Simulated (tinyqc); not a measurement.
Screening length from the swing.

Problem. In a simple model of a Schottky-barrier transistor a barrier thinner than d = 3.4 nm is transparent, so the effective barrier is pn - psi (1 - exp(-d/lam)) and the swing beyond flat band is Vt ln 10/(1 - exp(-d/lam)). Find the thermionic swing, lam, and the effective barrier at psi = 0.2 V.

Values chosen for this exercise:

| symbol | value | unit | meaning |
|---|---|---|---|
| T | 350 | K | temperature |
| pn | 0.43 | eV | barrier for electrons at both contacts |

Constants: q = 1.602176634e-19 C, kB = 1.380649e-23 J/K, Vt = kB T/q. Results are converted to the units shown.

swing in the tunnelling range = 98.776385 mV/decade

Answer. The ratio of the two swings is 1 - exp(-d/lam).

Vt ln 10 = 69.45 mV/decade
lam = 2.800 nm
effective barrier = 0.2894 eV

tinyqc, about 0.5 s, one thread, Intel Xeon 2.30GHz (shared host): `OMP_NUM_THREADS=1 python tinyqc.py 2390124 2390125 out.jsonl`
